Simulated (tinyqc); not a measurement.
# Ferroelectric hysteresis, discrete Preisach model: which history is remembered

36 bistable elements (j, k) switch to +1 when V reaches u_j and to -1 when V falls to -u_k, and keep their state between. P = Ps sum w_jk s_jk. All elements start at -1. No time dependence and no dielectric part.

w_jk is proportional to exp[-(a_j^2 + a_k^2 - 2 cr a_j a_k)/(2 (1 - cr^2))], a_j = (u_j - Vc)/sg, and the weights sum to one. Each row applies its voltages in turn to the starting state.

Inputs (values chosen for the exercise):

| symbol | value | unit | meaning |
|---|---|---|---|
| Ps | 36 | uC/cm^2 | saturation polarisation |
| Vc | 2.7 | V | mean coercive voltage |
| sg | 1.4 | V | spread of the switching voltages |
| up | [0.5, 1.5, 2.5, 3.5, 4.5, 5.5] | V | list of the u_j |
| cr | 0.5 |  | correlation of up and down voltages |

Final polarisation:
```
                  P (uC/cm^2)
+5 V                    33.21
+4, -3, +5 V            33.21
+5, -4 V               -25.29
+5, -3, +3, -4 V       -25.29
+6, -4, +4 V            28.60
+4 V                    23.88
```

What do the numbers show?

Rows 1 and 2 agree, and so do rows 3 and 4: a larger excursion wipes out the smaller ones before it. Rows 5 and 6 end at the same voltage yet differ by 4.72 uC/cm^2, because row 5 keeps elements set by the earlier full write that the negative pulse did not reach.

tinyqc, about 0.01 s, one thread, Intel Xeon 2.30GHz (shared host): `OMP_NUM_THREADS=1 python tinyqc.py 2860128 2860129 out.jsonl`
